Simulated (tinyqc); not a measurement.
Inside a calculation. Model: depletion-mode phase shifter in a rib waveguide and its Mach-Zehnder modulator.

tinyqc, about 0.01 s, one thread, Intel Xeon 2.30GHz (shared host): `OMP_NUM_THREADS=1 python tinyqc.py 2650130 2650131 out.jsonl` Printed values are rounded.

A lateral p-n junction at x0 in a waveguide whose mode intensity is a Gaussian of rms width s about x = 0; p side at smaller x. Reverse bias removes carriers and raises the index. Abrupt junction, doping uniform over the whole mode, lumped electrode (no travelling-wave effects).

Inputs (values chosen for the exercise); values close to those of silicon near 1550 nm: wavelength lam = 1550 nm; relative permittivity of the semiconductor eps_r = 11.7; acceptor density Na = 3e17 cm^-3; donor density Nd = 3.2e17 cm^-3; built-in voltage Vb = 0.9 V; rms width of the lateral mode intensity s = 150 nm; junction offset towards the n side x0 = 30 nm; vertical confinement times ng/n G = 0.75; rib height hr = 220 nm; fringe capacitance Cf = 30 pF/m; series resistance Rs = 13.3 ohm mm; length of the phase shifter L = 4 mm; reverse bias V = 1.5 V; passive loss a0 = 1.9 dB/cm.

Constants: q = 1.602176634e-19 C, eps0 = 8.8541878128e-14 F/cm where lengths are in cm. Results are converted to the units shown.

## Index and absorption of the doped regions

Free-carrier changes (empirical, N and P in cm^-3): |dn| = 8.5e-18 P^0.8 for holes, 8.8e-22 N for electrons; absorption 6e-18 P and 8.5e-18 N in 1/cm.

dn_h = 8.14922e-4
dn_e = 0.0002816
a_h = 1.8 1/cm
a_e = 2.72 1/cm

Index change per unit absorption: holes 4.53 um, electrons 1.04 um, a ratio of 4.37.

## Depletion edges and mode overlap

W = sqrt(2 eps0 eps_r (Vb + V)(1/Na + 1/Nd)/q); edges xp = x0 - W Nd/(Na + Nd), xn = x0 + W Na/(Na + Nd); F(x) = [1 + erf(x/(sqrt(2) s))]/2.

W at 0 and at V (nm): [86.6979, 141.577]

```
edge   edge (nm)         F
xp(0)   -14.7473  0.460841
xn(0)    71.9506  0.684269
xp(V)   -43.0720  0.387000
xn(V)    98.5050  0.744313
```

## Index shift, efficiency, loss and bandwidth

dneff = G {dn_h [F(xp(0)) - F(xp(V))] + dn_e [F(xn(V)) - F(xn(0))]}; VpiL = lam V/(2 dneff); loss = a0 + 4.343 G {a_h F(xp) + a_e [1 - F(xn)]} dB/cm at V; C = eps0 eps_r hr/W + Cf; fRC = 1/(2 pi Rs C).

dneff = 5.78123e-5
VpiL = 2.01082 V cm
loss = 6.43431 dB/cm
C = 190.977 pF/m
fRC = 62.6595 GHz

The product VpiL x loss is 12.9 V dB.

## Mach-Zehnder modulator

One arm driven from 0 to V: phase 2 pi dneff L/lam; biased at quadrature the output swings between [1 -+ sin(phase/2)]/2; extinction ratio in dB; insertion loss = loss x L.

phase = 0.298386 pi
extinction ratio = 4.22891 dB
insertion loss = 2.57373 dB
